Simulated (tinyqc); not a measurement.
Specific resistance of a metal-semiconductor contact and its transmission-line measurement: one step, computed by the program tinyqc.

The barrier is parabolic (depletion approximation), energies E are normal energies counted from the band edge in the neutral semiconductor (downwards for holes), and the bias is zero. xi is an input, held fixed when other inputs move.

Problem. Current crowding. Transmission-line model: transfer length L_T = sqrt(rho_c/R_sh); R_c = (R_sh L_T/W) coth(d/L_T). Limits: rho_c/(W d) for d << L_T, sqrt(rho_c R_sh)/W for d >> L_T.

Inputs (values chosen for the exercise, modelled on n-type silicon): temperature T = 500 K; sheet resistance R_sh = 65 ohm; contact length d = 6.1 micrometre; contact width W = 75 micrometre.

Image-force lowering: left out.

specific contact resistance rho_c = 2.474264e-08 ohm cm^2

Give: transfer length L_T; d/L_T; contact resistance R_c; R_c W; short-contact limit; long-contact limit.

Solution.

transfer length L_T = 0.19510 micrometre

d/L_T = 31.265

contact resistance R_c = 0.16909 ohm

R_c W = 12.682 ohm micrometre

short-contact limit = 0.0054082 ohm

long-contact limit = 0.16909 ohm

The contact is long: current crowds at the front edge, and more length does not help.
